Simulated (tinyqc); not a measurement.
Dopants and charged point defects at anneal temperature: Fermi-level effect, clustering and pairing: one step, computed by the program tinyqc.

Boltzmann statistics and full ionisation of active dopants. Energies are counted from the valence band; the defect (a vacancy or self-interstitial) has five charge states, with all degeneracy factors one.

Problem. Dopant diffusivity. If every charge state of the defect carries the dopant equally well, D = D_i x enhancement x h x (active share A/N, a rough stand-in that overstates the dA/dN which immobile clusters call for), D_i being an input held fixed when T or H_f is moved; diffusion length 2 sqrt(D t).

Inputs (values chosen for the exercise, with bands modelled on 4H-SiC):
```
quantity                            value    unit
anneal temperature T                 1380       K
total dopant density N            1.1e+18   cm^-3
intrinsic dopant diffusivity D_i  6.5e-13  cm^2/s
anneal time t                         300       s
```

Dopant: donor. Second part: clustering of the dopant.

enhancement over intrinsic = 97.92956

field enhancement h = 1.999997

active density A = 1.099650e+18 cm^-3

Give: effective diffusivity D; D/D_i; diffusion length.

Solution.

effective diffusivity D = 1.273e-10 cm^2/s

D/D_i = 195.8

diffusion length = 3908 nm
